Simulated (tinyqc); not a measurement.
# Stacked nanosheet transistor, parasitic resistance, capacitance and delay: what changes with what

Ns sheets share one contact on top; each has perimeter p = 2 (Ws + ts) and cross-section A = Ws ts; contact width Wc = Ws + 10 nm, stack height Hs = Ns pv. Sheet 1 is the top one. Contact length Lc = CPP - Lg - 2 Lsp, shared by two neighbouring gates. Source and drain sides are equal. The formulas are first-order estimates, not field solutions.

Inputs (values chosen for the exercise); values close to those of silicon logic devices:
- T = 300 K (temperature)
- Ns = 2 (number of sheets)
- Ws = 12 nm (sheet width)
- ts = 5 nm (sheet thickness)
- pv = 16 nm (vertical pitch of the sheets)
- rv = 141 ohm (vertical resistance between sheet levels)
- CPP = 48 nm (contacted gate pitch)
- Lg = 14 nm (gate length)
- Lsp = 7 nm (spacer length)
- ks = 7 (relative permittivity of the spacer)
- Hc = 20 nm (gate height above the channel stack)
- rc = 1.1e-9 ohm cm^2 (contact resistivity)
- re = 0.00051 ohm cm (resistivity of the source-drain epitaxy)
- te = 25 nm (current-carrying depth of the epitaxy)
- rx = 0.0014 ohm cm (resistivity of the extension)
- Lov = 1 nm (gate overlap)
- Cinv = 2.6 uF/cm^2 (inversion capacitance)
- vx = 9.9e6 cm/s (injection velocity)
- mu = 120 cm^2/(V s) (apparent mobility)
- VT = 0.28 V (threshold at zero drain voltage)
- dl = 0.069 V/V (barrier lowering)
- n = 1.1 (subthreshold factor)
- Cw = 0.39 fF (wire load)
- Vdd = 0.75 V (supply voltage)

Constants: q = 1.602176634e-19 C, kB = 1.380649e-23 J/K, eps0 = 8.8541878128e-12 F/m, Vt = kB T/q. Results are converted to the units shown.

Each table varies one quantity; the others keep the values above.

## Effect of the wire load

Epitaxy sheet resistance Rsh = re/te, transfer length LT = sqrt(rc/Rsh), contact Rc = [sqrt(rc Rsh)/Wc] coth(Lc/(2 LT)); extension of one sheet Rx = rx Lsp/A. With N sheets: gate Cg = Cinv p N Lg; per side, plate Cp = ks eps0 [Wc (Hs + Hc) - N A]/Lsp, top fringe Cf = (2/pi) ks eps0 Wc ln(1 + Lg/(2 Lsp)), overlap Co = Cinv p N Lov. One sheet: I = p Q vx u/(1 + |u|^1.8)^(1/1.8), Q = Cinv n Vt ln(1 + exp((Vg' - VT + dl Vd')/(n Vt))), u = Vd' mu/(vx Lg), Vg' = Vgs - v, Vd' = Vds - 2 v, with the drop on each side v_j = Rc sum I + rv (sum over levels k = 2..j of the current of sheets k..Ns) + Rx I_j. Ieff = [I(Vgs = Vdd, Vds = Vdd/2) + I(Vdd/2, Vdd)]/2, total currents. With Cs = Cp + Cf + Co, the load of an inverter of two such devices driving an equal one is CL = 2 (Cg + 2 Cs) + 4 Cs + Cw (own drains counted twice for the Miller effect); delay CL Vdd/(2 Ieff).

The same in every row: Rc (ohm) = 530.5; Rx/N (ohm) = 816.7; Ieff (uA) = 39.81.

Results:
```
Cw (fF)  CL (aF)  delay (ps)
0.02       161.0       1.517
0.043      184.0       1.733
0.093      234.0       2.204
0.2        341.0       3.212
0.43       571.0       5.379
2           2141       20.17
```

Estimate the missing row, Cw = 0.93 fF.

Computed row:
```
Cw (fF)  CL (aF)  delay (ps)
0.93        1071       10.09
```

With this row back in the table: As Cw goes from 0.02 to 2 fF, Ieff stays at 39.8 uA, CL rises from 161 to 2140 aF and the delay rises from 1.52 to 20.2 ps.

## Effect of the number of sheets

Same model as above.

The same in every row: Rc (ohm) = 530.5.

Effect of the number of sheets:
```
Ns  Rx/N (ohm)  Ieff (uA)  CL (aF)  delay (ps)
1         1633      21.16    478.5       8.478
2        816.7      39.81    531.0       5.002
3        544.4      55.71    583.5       3.928
4        408.3      68.80    636.0       3.467
5        326.7      79.22    688.5       3.259
6        272.2      87.29    741.0       3.183
```

Read the table: what changes, and by how much?

As Ns goes from 1 to 6, Ieff rises from 21.2 to 87.3 uA, CL rises from 478 to 741 aF and the delay falls from 8.48 to 3.18 ps. From the first row to the last Ieff grows by a factor of 4.12 and CL by 1.55; the first step changes the delay by -41 %, the last by -2.3 %.

## Effect of the contacted gate pitch

Same model as above.

The same in every row: Rx/N (ohm) = 816.7; CL (aF) = 531.0.

Results:
```
CPP (nm)  Rc (ohm)  Ieff (uA)  delay (ps)
36            1262      34.44       5.781
48           530.5      39.81       5.002
54           424.0      40.68       4.895
60           360.5      41.21       4.832
66           319.4      41.56       4.791
72           291.5      41.80       4.764
78           271.9      41.97       4.745
```

Estimate the missing row, CPP = 42 nm.

Computed row:
```
CPP (nm)  Rc (ohm)  Ieff (uA)  delay (ps)
42           735.8      38.20       5.213
```

With this row back in the table: As CPP goes from 36 to 78 nm, Ieff rises from 34.4 to 42.0 uA, CL stays at 531 aF and the delay falls from 5.78 to 4.74 ps. Only the contact length changes, so the capacitance stays and the pitch acts through Rc.

Numbers from tinyqc (`OMP_NUM_THREADS=1 python tinyqc.py 2170028 2170029 out.jsonl`; about 0.05 s on one thread of a shared Intel Xeon 2.30GHz).
